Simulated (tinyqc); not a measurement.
# Changing the thickness t2

Model: two coupled magnetic layers: synthetic antiferromagnet, spin flop, exchange bias and magnetoresistance. Computed by tinyqc, a small Python program. Command: `OMP_NUM_THREADS=1 python tinyqc.py 3011495 3011496 out.jsonl saf sweep`. One thread of a shared host (Intel(R) Xeon(R) Processor @ 2.30GHz), about 0.3 s of CPU time with the checks.

Moments lie in the plane at the angles p1, p2 from the field. Energy per area: E = J1 cos(p1 - p2) + J2 cos^2(p1 - p2) - B M_s (t1 cos p1 + t2 cos p2) + K (t1 sin^2 p1 + t2 sin^2 p2).

Inputs (values chosen for the exercise, for a model stack): saturation magnetisation M_s = 930 kA/m; thickness t1 = 4.4 nm; antiferromagnetic coupling J1 = 0.58 mJ/m^2; biquadratic coupling J2 = 0.017 mJ/m^2; in-plane anisotropy K = 1.1 kJ/m^3; field over the saturation field = 0.8; exchange-bias energy J_ex = 0.085 mJ/m^2.

Field direction: along the easy axis.

Method:
- The parallel state is stable while the Hessian at p1 = p2 = 0 is positive: with c = J1 + 2 J2 and u = B M_s + 2K, (u t1 - c)(u t2 - c) > c^2, so B_sat M_s = c (1/t1 + 1/t2) - 2K. B_K = 2K/M_s.
- With p1 = 0, p2 = 180 degrees and c2 = J1 - 2 J2 the Hessian is [[c2 + t1 (2K + b), -c2], [-c2, c2 + t2 (2K - b)]], b = B M_s; its determinant vanishes at the positive root of t1 t2 b^2 - c2 (t1 - t2) b - [2K c2 (t1 + t2) + 4 K^2 t1 t2] = 0.
- A rigid antiparallel pair has the net moment M_s (t1 - t2), so the same J_ex holds it up to J_ex/(M_s (t1 - t2)).

One run for each value; columns: (1) thickness t2 (nm); (2) saturation field B_sat (mT); (3) stability limit B_sf of the antiparallel state (mT); (4) bias field, rigid pair (mT):
```
(1)      (2)     (3)     (4)
1.76  522.81  205.55   34.62
2.14  456.19  147.49   40.44
2.52  409.67  107.65   48.62
2.90  375.34   79.13   60.93
3.29  348.36   57.86   82.34
3.67  327.58   42.86  125.20
4.05  310.70   32.17  261.14
```

Over the rows, saturation field B_sat (mT) falls from 523 to 311 (exponent d ln y / d ln x -0.70 between the first rows and -0.54 between the last); stability limit B_sf of the antiparallel state (mT) falls from 206 to 32.2 (exponent d ln y / d ln x -1.7 between the first rows and -2.9 between the last); bias field, rigid pair (mT) rises from 34.6 to 261 (exponent d ln y / d ln x 0.79 between the first rows and 7.5 between the last). The bias field of the rigid pair diverges as t2 nears t1, where the net moment vanishes.

Caution (rows 3.29, 3.67, 4.05): at such fields the pair is no longer rigid.
